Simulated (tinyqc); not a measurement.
Six-band Luttinger-Kohn model with strain, step by step. Values are carried at full precision from step to step, so a last printed digit may differ when a step is redone from the rounded ones.

Constants: hbar^2/2m0 = 3.80998211 eV angstrom^2.

Values chosen for the exercise (near those of Ge; shifted at random, so the results belong to these values and not to a real crystal):
- C11 = 125.7 GPa
- C12 = 47 GPa
- C44 = 65.6 GPa
- load = uniaxial [111] (kind of stress)
- X = 1.72 GPa (stress)
- Dso = 0.287 eV (spin-orbit splitting)
- g1 = 13.44 (Luttinger gamma1)
- g2 = 4.22 (gamma2)
- g3 = 5.66 (gamma3)
- av = 1.22 eV (valence hydrostatic potential)
- b = -2.54 eV (tetragonal shear potential)
- d = -5.23 eV (trigonal shear potential)
- k = (-0.031, 0.044, 0) 1/angstrom (wave vector)
- kmax = 0.04 1/angstrom (end of the path)

## Strain from a uniaxial [111] stress

s11 = (C11 + C12)/((C11 - C12)(C11 + 2 C12)), s12 = -C12/((C11 - C12)(C11 + 2 C12)), s44 = 1/C44; exx = s11 sxx + s12 (syy + szz) and cyclic, exy = s44 sxy/2; tension is positive. A uniaxial stress X along the unit vector n is s_ij = X n_i n_j.

s11, s12, s44 (1/TPa): 9.9882  -2.7183  15.2439

strain tensor:
```
          x         y         z
x  0.002610  0.004370  0.004370
y  0.004370  0.002610  0.004370
z  0.004370  0.004370  0.002610
```

The volume changes by +0.783 %; there is shear in the cubic axes, so d enters.

## The terms P, Q, R, S at one k

P = c g1 k^2 - av tr(e); Q = c g2 (kx^2 + ky^2 - 2 kz^2) - (b/2)(exx + eyy - 2 ezz); R = c sqrt3 [-g2 (kx^2 - ky^2) + 2i g3 kx ky] + (sqrt3/2) b (exx - eyy) - i d exy; S = 2 c sqrt3 g3 (kx - i ky) kz - d (exz - i eyz); c = hbar^2/2m0, e the strain tensor (not engineering shear).

Form the four terms.

Terms (eV):
```
term            from k       from strain
P              0.14834          -0.00955
Q              0.04658           0.00000
R     0.02715-0.10189i          0.02285i
S              0.00000  0.02285-0.02285i
```

## The Hamiltonian

Six-band Luttinger-Kohn model in the basis |3/2,3/2>, |3/2,1/2>, |3/2,-1/2>, |3/2,-3/2>, |1/2,1/2>, |1/2,-1/2>, electron energies, zero at the top of the unstrained valence band. H = -[rows: (P+Q, -S, R, 0, -S/r2, r2 R); (-S*, P-Q, 0, R, -r2 Q, r32 S); (R*, 0, P-Q, S, r32 S*, r2 Q); (0, R*, S*, P+Q, -r2 R*, -S*/r2); (-S*/r2, -r2 Q, r32 S, -r2 R, P+Dso, 0); (r2 R*, r32 S*, r2 Q, -S/r2, 0, P+Dso)], r2 = sqrt(2), r32 = sqrt(3/2). Levels are twofold.

Each term is the sum of its two parts.

H(k) (eV):
```
                  3/2,3/2          3/2,1/2         3/2,-1/2         3/2,-3/2          1/2,1/2         1/2,-1/2
3/2,3/2           -0.1854   0.0229-0.0229i  -0.0272+0.0790i                0   0.0162-0.0162i  -0.0384+0.1118i
3/2,1/2    0.0229+0.0229i          -0.0922                0  -0.0272+0.0790i           0.0659  -0.0280+0.0280i
3/2,-1/2  -0.0272-0.0790i                0          -0.0922  -0.0229+0.0229i  -0.0280-0.0280i          -0.0659
3/2,-3/2                0  -0.0272-0.0790i  -0.0229-0.0229i          -0.1854   0.0384+0.1118i   0.0162+0.0162i
1/2,1/2    0.0162+0.0162i           0.0659  -0.0280+0.0280i   0.0384-0.1118i          -0.4258                0
1/2,-1/2  -0.0384-0.1118i  -0.0280-0.0280i          -0.0659   0.0162-0.0162i                0          -0.4258
```

## Levels and their make-up

Diagonalise H. The weights add +m and -m and are averaged over each pair; m is taken along z.

levels from the top, each twofold (eV): -0.0244  -0.1815  -0.4975

weights:
```
               top  second  third
|3/2,+-3/2>  0.287   0.558  0.155
|3/2,+-1/2>  0.674   0.273  0.053
|1/2,+-1/2>  0.039   0.169  0.792
```

The top pair is 67 % |3/2,+-1/2>, the second pair is 56 % |3/2,+-3/2> and the third pair is 79 % |1/2,+-1/2>.

## Band edges at k = 0
Diagonalise H at k = 0. The weights add +m and -m (m along z) and are averaged over each pair.

edges from the top (eV): 0.0491  -0.0180  -0.2895

weights at k = 0:
```
               top  second  third
|3/2,+-3/2>  0.500   0.478  0.022
|3/2,+-1/2>  0.500   0.478  0.022
|1/2,+-1/2>  0.000   0.044  0.956
```

The stress splits the top two pairs by 67.1 meV, 2.60 times kT at 300 K (25.85 meV); the third lies 338.7 meV below the top, against Dso = 287 meV without stress.

## Polarisation of the edge transitions

In the basis X, Y, Z times spin, H(k = 0) has -Dso/3 + l exx + m (eyy + ezz) on the diagonal (cyclic) and n exy off it, l = av + 2 b, m = av - b, n = sqrt(3) d. Spin-orbit term (Dso/3) L.sigma on X, Y, Z with (L_k)_ij = -i epsilon_kij: <X+|H|Y+> = -i Dso/3, <X+|H|Z-> = Dso/3, <Y+|H|Z-> = -i Dso/3, <Z+|H|X-> = -Dso/3, <Z+|H|Y-> = i Dso/3, <X-|H|Y-> = i Dso/3, and their conjugates; + and - are the spin along z. The strength of a transition to an s-like conduction level for light polarised along the unit vector u is the weight of the orbital ux X + uy Y + uz Z in the valence state, summed over spin and averaged over the pair.

strain block of X, Y, Z (eV):
```
          X         Y         Z
X   0.00955  -0.03959  -0.03959
Y  -0.03959   0.00955  -0.03959
Z  -0.03959  -0.03959   0.00955
```

Relative strengths:
```
polarisation    top  second  third
[100]         0.333   0.333  0.333
[010]         0.333   0.333  0.333
[001]         0.333   0.333  0.333
[110]         0.167   0.395  0.438
[1-10]        0.500   0.271  0.229
[111]         0.000   0.457  0.543
```

The top pair is strongest for light along [1-10] (0.500) and weakest along [111] (0.000); without strain every direction has 1/3 on average over the fourfold top. For each polarisation the three pairs add up to 1.

## Hole masses at the edges

Curvature at k = 0: m/m0 = -2 c h^2/(E(h u) + E(-h u) - 2 E(0)) with h = 0.0002 1/angstrom along the unit vector u.

Hole masses (m0):
```
direction    top  second  third
[110]      0.129   0.064  0.059
[1-10]     0.052   0.088  0.101
[100]      0.074   0.074  0.074
[001]      0.074   0.074  0.074
```

Of the directions listed, the top pair is lightest along [1-10] (0.052) and heaviest along [110] (0.129). These masses hold only for hole energies well below the splitting of 67 meV.

## Bands along [110] and [001]

Six points from 0 to kmax in each direction.

Levels (eV):
```
direction  |k| (1/angstrom)      top   second    third  top, no stress  second, no stress
[110]                 0.000   0.0491  -0.0180  -0.2895          0.0000             0.0000
[110]                 0.008   0.0473  -0.0218  -0.2937         -0.0007            -0.0058
[110]                 0.016   0.0426  -0.0334  -0.3069         -0.0027            -0.0228
[110]                 0.024   0.0365  -0.0524  -0.3309         -0.0060            -0.0490
[110]                 0.032   0.0300  -0.0769  -0.3687         -0.0104            -0.0811
[110]                 0.040   0.0234  -0.1039  -0.4236         -0.0160            -0.1150
[001]                 0.000   0.0491  -0.0180  -0.2895          0.0000             0.0000
[001]                 0.008   0.0459  -0.0213  -0.2928         -0.0012            -0.0053
[001]                 0.016   0.0372  -0.0318  -0.3031         -0.0049            -0.0209
[001]                 0.024   0.0249  -0.0503  -0.3214         -0.0110            -0.0455
[001]                 0.032   0.0111  -0.0770  -0.3498         -0.0195            -0.0771
[001]                 0.040  -0.0036  -0.1095  -0.3910         -0.0305            -0.1127
```

## Checks

- Levels against the same model in the basis X, Y, Z times spin: they agree to 1e-10 or better.

Program tinyqc; command `OMP_NUM_THREADS=1 python tinyqc.py 1081267 1081268 out.jsonl`; about 0.06 s on one thread of a shared Intel(R) Xeon(R) Processor @ 2.30GHz.
